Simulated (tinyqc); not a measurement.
Interface traps by the conductance method, one level: one step of the calculation.

MOS capacitor on an n-type substrate; psi is the band bending, negative in depletion; only majority carriers are counted. The traps exchange electrons with the conduction band; their admittance lies in parallel with Cd, and that pair in series with Cox and Rs. w = 2 pi f.

Question. Capacitances and time constant. Cox = 3.9 eps0/EOT, LD = sqrt(eps0 eps_r Vt/(q Nd)), u = psi/Vt, Cd = (eps0 eps_r/(sqrt(2) LD)) |exp(u) - 1|/sqrt(exp(u) - u - 1); ns = Nd exp(u); tau = ft/(sn vth ns), Cit = q Nt ft (1 - ft)/Vt.

Inputs (values chosen for the exercise); band and dielectric values close to those of gallium arsenide:
- T = 350 K (temperature)
- eps_r = 12.7 (relative permittivity)
- Nd = 3.1e16 cm^-3 (donor density)
- EOT = 3 nm (equivalent oxide thickness)
- ps = -0.392 V (band bending psi)
- sn = 2.7e-17 cm^2 (capture cross-section for electrons)
- vth = 5e7 cm/s (thermal velocity)
- Nt = 2.9e11 cm^-2 (density of the level)
- ft = 0.29 (occupation of the level at this bias)

Constants: q = 1.602176634e-19 C, kB = 1.380649e-23 J/K, Vt = kB T/q, eps0 = 8.8541878128e-14 F/cm where lengths are in cm. Results are converted to the units shown.

Give: Cox; Cd; ns; tau; Cit.

Answer.

Cox = 1151 nF/cm^2
Cd = 87.85 nF/cm^2
ns = 7.028e10 cm^-3
tau = 0.003057 s
Cit = 317.2 nF/cm^2

tinyqc, about 0.01 s, one thread, Intel Xeon 2.30GHz (shared host): `OMP_NUM_THREADS=1 python tinyqc.py 2030071 2030072 out.jsonl`
